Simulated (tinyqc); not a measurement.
# Inverter chain driving a load

N inverters, each f = Hc^(1/N) times larger than the one before: delay tau N (f + pp). Switched capacitance in units of the first input, with output capacitance pp times the input: Hc + (1 + pp)(Hc - 1)/(f - 1).

Values chosen for this exercise: load over the input capacitance of the chain Hc = 41; parasitic delay of an inverter pp = 1.5; delay unit tau = 7.5 ps.

Inverter chain driving a load:
```
N      f  delay (ps)  switched capacitance
1  41.00       318.8                 43.50
2  6.403       118.5                 59.51
3  3.448       111.3                 81.85
4  2.530       120.9                 106.3
5  2.102       135.1                 131.8
6  1.857       151.1                 157.7
7  1.700       168.0                 183.9
```

What does the comparison show?

The delay goes from 319 through a minimum of 111 (at N = 3 among the rows listed) to 168 ps. The best stage effort solves pp + rho (1 - ln rho) = 0, rho = 3.97, which gives N = ln Hc/ln rho = 2.69. One stage fewer than the best costs 6.5 % in delay and saves 27 % of the switched capacitance.

Computed by the program tinyqc: `OMP_NUM_THREADS=1 python tinyqc.py 2082154 2082155 out.jsonl`, one thread of a shared Intel Xeon 2.30GHz, about 0.01 s for the whole run.
